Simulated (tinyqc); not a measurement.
What moves the results: sp3s* tight binding. A value that a table varies takes the place of the one given here.

sp3s* tight binding, nearest neighbours only: anion (a) at 0, cation (c) at a/4 (1,1,1), orbitals s, px, py, pz, s* on each; k in units of 2 pi/a. With phases e_j = exp(i (pi/2) k.n_j) for n = (1,1,1), (1,-1,-1), (-1,1,-1), (-1,-1,1): g0 = (e1+e2+e3+e4)/4, g1 = (e1+e2-e3-e4)/4, g2 = (e1-e2+e3-e4)/4, g3 = (e1-e2-e3+e4)/4. The diagonal holds the levels Esa, Epa, Exa (s*) and Esc, Epc, Exc. Anion-cation block: <sa|sc> = Vss g0; <sa|xc> = Vsapc g1; <xa|sc> = -Vscpa g1; <xa|xc> = Vxx g0; <xa|yc> = <ya|xc> = Vxy g3, <xa|zc> = <za|xc> = Vxy g2, <ya|zc> = <za|yc> = Vxy g1; <s*a|xc> = Vxapc g1; <xa|s*c> = -Vpaxc g1; y and z take g2 and g3 in place of g1; s-s* and s*-s* vanish.

Values chosen for the exercise (near a published set for Ge, fitted to gaps, whose masses and valley positions are rough; the results hold for these values, not for the real material): Esa = -5.887 eV (s level of the anion); Epa = 1.606 eV (p level of the anion); Esc = -5.887 eV (s level of the cation); Epc = 1.606 eV (p level of the cation); Exa = 6.403 eV (s* level of the anion); Exc = 6.403 eV (s* level of the cation); Vss = -6.769 eV (s-s); Vxx = 1.609 eV (px-px); Vxy = 4.886 eV (px-py); Vsapc = 5.481 eV (s anion, p cation); Vscpa = 5.481 eV (s cation, p anion); Vxapc = 5.206 eV (s* anion, p cation); Vpaxc = 5.206 eV (p anion, s* cation); eta = 2.5 (scaling exponent); D001 = 0.75 (ratio -ezz/exx).

## What the s* orbital does

The s* couplings Vxapc and Vpaxc are scaled by f; f = 0 is the plain sp3 model. Gaps from the top of the valence band at Gamma; the Delta value is the minimum on (x,0,0), 0.5 <= x <= 1.

Gaps (eV):

| f | Gamma | Delta | L | x of the minimum |
|---|---|---|---|---|
| 0.00 | 0.8850 | 3.6411 | 2.2607 | 0.500 |
| 0.25 | 0.8850 | 3.4707 | 2.1146 | 0.500 |
| 0.50 | 0.8850 | 2.8459 | 1.7452 | 0.665 |
| 0.75 | 0.8850 | 1.8468 | 1.2728 | 0.786 |
| 0.90 | 0.8850 | 1.2259 | 0.9766 | 0.803 |
| 1.00 | 0.8850 | 0.8136 | 0.7813 | 0.808 |
| 1.10 | 0.8850 | 0.4048 | 0.5903 | 0.809 |

What does this show, and why?

The gap at Gamma stays, since g1 to g3 vanish there. From f = 0 to 1 the s* levels lower the Delta value by 2.827 eV and L by 1.479 eV. For f = 0 and 0.25 the least value lies at x = 0.5, the end of the range: any valley further out lies above that value until s* has lowered it enough. The lowest of the three is Gamma at f = 0 and L at f = 1.

## Hydrostatic strain (sp3s* tight binding, strained)

Strain e moves each bond vector to d = (1 + e) d0 (no internal displacement for the diagonal strains used here) and k is given in fractions of the strained reciprocal cell, so the phases stay. Two-centre values Vss_sigma = Vss/4, Vsp_sigma = sqrt3 V/4 for each s-p and s*-p pair, Vpp_sigma = (Vxx + 2 Vxy)/4, Vpp_pi = (Vxx - Vxy)/4 are scaled by (d0/d)^eta and combined with the new direction cosines; the levels on the diagonal stay.

exx = eyy = ezz = e. Gaps as measured from the top of the valence band; the deformation potentials are (gap(0.01) - gap(-0.01))/0.06.

Gaps (eV):

| e | Gamma | Delta | L | x of the minimum |
|---|---|---|---|---|
| -0.03 | 1.5479 | 0.8357 | 1.1145 | 0.787 |
| -0.02 | 1.3190 | 0.8286 | 0.9986 | 0.794 |
| -0.01 | 1.0982 | 0.8212 | 0.8875 | 0.801 |
| 0.00 | 0.8850 | 0.8136 | 0.7813 | 0.808 |
| 0.01 | 0.6792 | 0.8058 | 0.6797 | 0.815 |
| 0.02 | 0.4803 | 0.7978 | 0.5828 | 0.822 |
| 0.03 | 0.2882 | 0.7895 | 0.4904 | 0.829 |

gap deformation potentials (eV): Gamma -6.983, Delta -0.257, L -3.463

How do the results move?

Per unit of volume strain the gaps move by -6.98 (Gamma), -0.26 (Delta) and -3.46 eV (L). The lowest valley changes from the Delta line to L between e = -0.01 and 0 and from L to Gamma between e = 0 and 0.01. These potentials follow from the one exponent eta, which fitted models replace by one for each integral; with it the sizes are rough, the sign for Delta can be wrong (in Si, Ge and the III-V crystals measured values are small and positive), and the pressures at which valleys cross, and which valley takes over, are rough too. A gap of zero, where one is listed, marks an s level that has sunk below the valence top.

## Biaxial strain splits the top of the valence band (sp3s* tight binding, strained)

No spin-orbit coupling; k = 0; exx = eyy = e, ezz = -D001 e. The four bonds keep equal lengths, and the sums over them give Vxx(e) for px and py and Vzz(e) for pz; each level is the lower root of [[Epa, V], [V, Epc]], and the s level the upper root of the s block. The shear potential b follows from E(x,y) - E(z) = 3 b (exx - ezz), taken as the slope between e = -0.005 and 0.005.

Couplings and levels at Gamma (eV):

| e | ezz | Vxx(e) | Vzz(e) | E(x,y) | E(z) | E(x,y) - E(z) (meV) | upper s level |
|---|---|---|---|---|---|---|---|
| -0.020 | 0.0150 | 1.5244 | 1.8785 | 0.0816 | -0.2725 | 354.0 | 1.0227 |
| -0.010 | 0.0075 | 1.5677 | 1.7417 | 0.0383 | -0.1357 | 174.0 | 0.9524 |
| -0.005 | 0.0037 | 1.5886 | 1.6749 | 0.0174 | -0.0689 | 86.3 | 0.9172 |
| 0.005 | -0.0037 | 1.6289 | 1.5441 | -0.0229 | 0.0619 | -84.8 | 0.8467 |
| 0.010 | -0.0075 | 1.6482 | 1.4802 | -0.0422 | 0.1258 | -168.0 | 0.8114 |
| 0.020 | -0.0150 | 1.6855 | 1.3554 | -0.0795 | 0.2506 | -330.1 | 0.7408 |

b = -3.257 eV

What can be read from the table?

Under tension in the plane (e > 0) the bonds tilt towards the plane, Vxx grows to 1.6482 and Vzz falls to 1.4802 eV at e = 0.01, and the pz state forms the top of the valence band, by 168.0 meV; under compression (e = -0.01) the px, py pair does, by 174.0 meV. The slope gives b = -3.26 eV, a rough value, since on-site strain terms are left out (measured values lie near -2 eV).

## What each parameter does

Gaps from the top of the valence band at Gamma; Delta is the minimum on (x,0,0), 0.5 <= x <= 1. A change on one sublattice alone makes the two atoms unequal. Each row changes one parameter from the base and keeps the others.

Results:

| case | Ev (eV) | gap Gamma (eV) | gap Delta (eV) | gap L (eV) |
|---|---|---|---|---|
| base | -0.0030 | 0.8850 | 0.8136 | 0.7813 |
| Exc = 6.603 eV | -0.0030 | 0.8850 | 0.8478 | 0.7977 |
| Vxy = 5.186 eV | -0.0030 | 0.8850 | 0.8136 | 0.7019 |
| Vsapc = 5.181 eV | -0.0030 | 0.8850 | 0.7180 | 0.6762 |
| Exa = 6.603 eV | -0.0030 | 0.8850 | 0.8478 | 0.7977 |
| Vscpa = 5.781 eV | -0.0030 | 0.8850 | 0.8803 | 0.8773 |
| Vxapc = 4.906 eV | -0.0030 | 0.8850 | 0.9123 | 0.8332 |

What does this show?

The largest shifts from the base row, up to three for each result and ties (the steps differ in size, so this ranks the rows, not the parameters). Ev (eV): unchanged at the printed digits by Exc, Vxy, Vsapc, Exa, Vscpa and Vxapc. gap Gamma (eV): unchanged at the printed digits by Exc, Vxy, Vsapc, Exa, Vscpa and Vxapc. gap Delta (eV): Vxapc +0.0987, Vsapc -0.0956, Vscpa +0.0667; unchanged at the printed digits by Vxy. gap L (eV): Vsapc -0.1051, Vscpa +0.0960, Vxy -0.0794. Exc, Vxy, Vsapc, Exa, Vscpa and Vxapc cannot move Ev or the gap at Gamma, whose blocks do not hold them; s parameters never move Ev, and move the gap only where the lowest empty level at Gamma is s-like.

Run: tinyqc, `OMP_NUM_THREADS=1 python tinyqc.py 1482520 1482521 out.jsonl`; Intel(R) Xeon(R) Processor @ 2.30GHz, one thread, shared host; about 0.09 s of CPU time with all checks.
